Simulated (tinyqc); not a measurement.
Delay unit and parasitic delay from two ring oscillators.

Inverse problem. A ring of 11 inverters oscillates at 1/(2 x 11 d), with stage delay d = tau (h + p) for fan-out h. Find tau, p and the delay at fan-out 4.

frequencies of 11-stage ring oscillators with fan-out 2 and 5 (GHz): 5.0623171  2.7785650

Solution. d is a straight line in h with slope tau and intercept tau p.

tau = 2.460 ps
p = 1.650
delay at fan-out 4 = 13.90 ps

Computed by the program tinyqc: `OMP_NUM_THREADS=1 python tinyqc.py 2082058 2082059 out.jsonl`, one thread of a shared Intel Xeon 2.30GHz, about 0.01 s for the whole run.
